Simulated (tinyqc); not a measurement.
CIS and TDHF on RHF in the sto-3g basis, for BeH2, spin multiplicity 1, step by step. One step of it, computed by the program tinyqc.

Task: CIS triplet states. Diagonalise A (1 hartree = 27.211386 eV); each vector has its largest component positive (the first on a tie).

CIS matrix A, triplet (hartree), order 1>4, 1>5, 1>6, 1>7, 2>4, 2>5, 2>6, 2>7, 3>4, 3>5, 3>6, 3>7:
```
[[4.172144, 0.000000, -0.023452, 0.000000, 0.007682, 0.000000, -0.000389, 0.000000, 0.000000, 0.000000, 0.000000, 0.003025],
 [0.000000, 4.174632, 0.000000, 0.000000, 0.000000, 0.007382, 0.000000, 0.000000, 0.000000, 0.000000, 0.000000, 0.000000],
 [-0.023452, 0.000000, 4.453395, 0.000000, -0.000389, 0.000000, 0.006434, 0.000000, 0.000000, 0.000000, 0.000000, -0.009618],
 [0.000000, 0.000000, 0.000000, 4.719135, 0.000000, 0.000000, 0.000000, 0.007785, 0.003025, 0.000000, -0.009618, 0.000000],
 [0.007682, 0.000000, -0.000389, 0.000000, 0.279010, 0.000000, -0.002659, 0.000000, 0.000000, 0.000000, 0.000000, 0.032923],
 [0.000000, 0.007382, 0.000000, 0.000000, 0.000000, 0.283700, 0.000000, 0.000000, 0.000000, 0.000000, 0.000000, 0.000000],
 [-0.000389, 0.000000, 0.006434, 0.000000, -0.002659, 0.000000, 0.436049, 0.000000, 0.000000, 0.000000, 0.000000, -0.136041],
 [0.000000, 0.000000, 0.000000, 0.007785, 0.000000, 0.000000, 0.000000, 0.762163, 0.032923, 0.000000, -0.136041, 0.000000],
 [0.000000, 0.000000, 0.000000, 0.003025, 0.000000, 0.000000, 0.000000, 0.032923, 0.250791, 0.000000, 0.005188, 0.000000],
 [0.000000, 0.000000, 0.000000, 0.000000, 0.000000, 0.000000, 0.000000, 0.000000, 0.000000, 0.257847, 0.000000, 0.000000],
 [0.000000, 0.000000, 0.000000, -0.009618, 0.000000, 0.000000, 0.000000, -0.136041, 0.005188, 0.000000, 0.384603, 0.000000],
 [0.003025, 0.000000, -0.009618, 0.000000, 0.032923, 0.000000, -0.136041, 0.000000, 0.000000, 0.000000, 0.000000, 0.702491]]
```

Give: triplet excitation energies; lowest vectors.

Result:

triplet excitation energies (eV): [6.7156, 7.0164, 7.5084, 7.7195, 9.3359, 10.3373, 20.7264, 21.9769, 113.4774, 113.5979, 121.2369, 128.4153]

lowest vectors, order 1>4, 1>5, 1>6, 1>7, 2>4, 2>5, 2>6, 2>7, 3>4, 3>5, 3>6, 3>7:
```
[[0.0000, 0.0000, -0.0019, 0.0000, 0.0000, -0.0004],
 [0.0000, 0.0000, 0.0000, -0.0019, 0.0000, 0.0000],
 [0.0000, 0.0000, 0.0000, 0.0000, 0.0000, -0.0006],
 [-0.0008, 0.0000, 0.0000, 0.0000, 0.0014, 0.0000],
 [0.0000, 0.0000, 0.9930, 0.0000, 0.0000, 0.0991],
 [0.0000, 0.0000, 0.0000, 1.0000, 0.0000, 0.0000],
 [0.0000, 0.0000, -0.0667, 0.0000, 0.0000, 0.9205],
 [-0.0984, 0.0000, 0.0000, 0.0000, 0.2936, 0.0000],
 [0.9860, 0.0000, 0.0000, 0.0000, 0.1578, 0.0000],
 [0.0000, 1.0000, 0.0000, 0.0000, 0.0000, 0.0000],
 [-0.1344, 0.0000, 0.0000, 0.0000, 0.9428, 0.0000],
 [0.0000, 0.0000, -0.0979, 0.0000, 0.0000, 0.3780]]
```
